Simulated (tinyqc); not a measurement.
Charge pumping in an n-channel transistor: triangular pulses against frequency.

The gate is pulsed from accumulation to inversion and back. Energies E are counted from the intrinsic level; Dit(E) = D0 [1 + b (2 E/Eg)^2]. During each edge the traps near the bands emit their carriers, and those between Eh and Ee recombine once a cycle.

For a symmetric triangular wave tr = tf = 1/(2 f). ni = sqrt(Nc Nv) exp(-Eg/(2 Vt)), Eg in volts; emission times te = (dV/Va) tf and th = (dV/Va) tr; Ee = -Vt ln(vth sn ni te), Eh = +Vt ln(vth sp ni th). Nit = integral of Dit from Eh to Ee = D0 [Ee - Eh + 4 b (Ee^3 - Eh^3)/(3 Eg^2)], Qcp = q A Nit, Icp = f Qcp.

Parameters, values chosen for the exercise; band and dielectric values close to those of silicon: temperature T = 300 K; band gap Eg = 1.13 eV; conduction-band density of states at 300 K Nc = 2.75e19 cm^-3; valence-band density of states at 300 K Nv = 2.67e19 cm^-3; gate area A = 0.66 um^2; trap density at midgap D0 = 2.8e10 cm^-2 eV^-1; rise of the trap density towards the band edges b = 0; cross-section for electrons sn = 3.1e-15 cm^2; cross-section for holes sp = 1.7e-16 cm^2; thermal velocity at 300 K, one nominal value for electrons and holes vth = 1.1e7 cm/s; Vth - Vfb dV = 0.7 V; pulse height Va = 3.1 V.

Constants: q = 1.602176634e-19 C, kB = 1.380649e-23 J/K, Vt = kB T/q. Results are converted to the units shown.

Result of one run:
```
Ee (eV)  Eh (eV)  Nit (cm^-2)  Icp (pA)  Qcp (fC)
0.2987   -0.3737     1.883e10     69.68   0.01991
```

Which frequency f gave this result: 2200, 5100, 1.6e6 or 3.5e6 Hz?

f = 3.5e6 Hz.

The whole series:
```
f (Hz)  Ee (eV)  Eh (eV)  Nit (cm^-2)  Icp (pA)  Qcp (fC)
2200     0.1081  -0.1831      8.154e9   0.01897  0.008622
5100     0.1298  -0.2049      9.371e9   0.05054  0.009909
12000    0.1519  -0.2270     1.061e10    0.1346   0.01122
26000    0.1719  -0.2470     1.173e10    0.3225   0.01240
59000    0.1931  -0.2682     1.292e10    0.8058   0.01366
1.3e5    0.2135  -0.2886     1.406e10     1.933   0.01487
3e5      0.2351  -0.3102     1.527e10     4.844   0.01615
6.9e5    0.2567  -0.3317     1.648e10     12.02   0.01742
1.6e6    0.2784  -0.3535     1.769e10     29.94   0.01871
3.5e6    0.2987  -0.3737     1.883e10     69.68   0.01991
```

Qcp rises from 0.00862 to 0.0199 fC, by 0.00352 fC a decade between the first two rows and 0.00352 between the last two (2 q A D0 Vt ln 10 = 0.00352 fC): faster edges leave less time for emission and widen the window, so Icp grows faster than f, as f^(1.11).

Range of the model: The Fermi levels of inversion and accumulation are taken to lie beyond Ee and Eh, the flat tops to fill all traps, and no geometric current is added.

Numbers from tinyqc (`OMP_NUM_THREADS=1 python tinyqc.py 2030014 2030015 out.jsonl`; about 0.01 s on one thread of a shared Intel Xeon 2.30GHz).
